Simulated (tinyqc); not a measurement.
# Double-gate transistor, scale length and short-channel effects: what changes with what

A body of thickness ts between two insulators of thickness ti and two tied gates. Below threshold the potential that source and drain add obeys Laplace's equation and vanishes on the gate. Its lowest mode decays along the channel as exp(-k y); k is the smallest positive root of the matching condition at the interface, and the scale length is Lambda = pi/k.

Values chosen for this exercise; permittivities: semiconductor close to that of In0.53Ga0.47As, insulator close to that of silicon nitride:
- T = 325 K (temperature)
- eps_r = 13.7 (relative permittivity of the semiconductor)
- ei = 7.49 (relative permittivity of the insulator)
- ti = 0.9 nm (insulator thickness)
- ts = 9.6 nm (body thickness)
- L = 33 nm (channel length)
- Vbi = 1.03 V (potential of the source)
- sT = 0.68 V (potential of the barrier top at threshold)
- Vds = 0.8 V (drain voltage)

Constants: q = 1.602176634e-19 C, kB = 1.380649e-23 J/K, Vt = kB T/q. Results are converted to the units shown.

Each table varies one quantity; the others keep the values above.

## Effect of the body thickness

k is the smallest positive root of f(k) = ei cos(k ti) cos(k ts/2) - eps_r sin(k ti) sin(k ts/2). Along the channel psi(y) = s + a exp(y/l) + b exp(-y/l) with psi(0) = Vbi, psi(L) = Vbi + Vds and l = 1/k = Lambda/pi; with A = Vbi - s, B = A + Vds, x = exp(-L/l): a = (B - A x) x/(1 - x^2), b = (A - B x)/(1 - x^2). The minimum is s + 2 sqrt(a b), at y = (l/2) ln(b/a). The long-channel potential follows the gate as s = sT + (Vg - VTL)/m, and the threshold VT is the gate voltage at which the minimum equals sT. Swing = m Vt ln 10/g at threshold, g = d(minimum)/ds = 1 - (b x + a)/((1 + x) sqrt(a b)). DIBL = [VT(0.05 V) - VT(Vds)]/(Vds - 0.05 V). sT and Vbi are held fixed; m = 1.

Results:
```
ts (nm)	Lambda (nm)	L/Lambda	VT - VTL at Vds (mV)	DIBL (mV/V)	swing (mV/decade)
3.8	6.736	4.899	-0.5776	0.3160	64.56
4.8	7.812	4.224	-1.672	0.9149	64.69
6	9.076	3.636	-4.229	2.317	64.99
9.3	12.47	2.646	-20.62	11.36	66.94
12	15.21	2.170	-45.42	25.24	69.83
14	17.23	1.916	-70.39	39.38	72.69
```

Estimate the missing row, ts = 7.4 nm.

Computed row:
```
ts (nm)	Lambda (nm)	L/Lambda	VT - VTL at Vds (mV)	DIBL (mV/V)	swing (mV/decade)
7.4	10.53	3.135	-9.377	5.148	65.61
```

With this row back in the table: As ts goes from 3.8 to 14 nm, Lambda rises from 6.74 to 17.2 nm, DIBL rises from 0.316 to 39.4 mV/V and the swing rises from 64.6 to 72.7 mV a decade. On average Lambda goes as ts^(0.72). At ts = 3.8 nm the semiconductor is under 4 nm thick, where quantum confinement shifts the threshold.

## Effect of the drain voltage

Same model as above.

The same in every row: Lambda (nm) = 12.78; L/Lambda = 2.583.

Effect of the drain voltage:
```
Vds (V)	VT - VTL at Vds (mV)	DIBL (mV/V)	swing (mV/decade)
0.2	-15.73	15.50	66.85
0.35	-17.76	14.54	66.93
0.5	-19.60	13.77	67.02
0.65	-21.29	13.14	67.11
0.8	-22.86	12.61	67.20
0.95	-24.34	12.15	67.29
1.1	-25.74	11.75	67.38
```

Read the table: what changes, and by how much?

As Vds goes from 0.2 to 1.1 V, Lambda stays at 12.8 nm, DIBL falls from 15.5 to 11.7 mV/V and the swing rises from 66.9 to 67.4 mV a decade.

Numbers from tinyqc (`OMP_NUM_THREADS=1 python tinyqc.py 2420129 2420130 out.jsonl`; about 0.01 s on one thread of a shared Intel Xeon 2.30GHz).
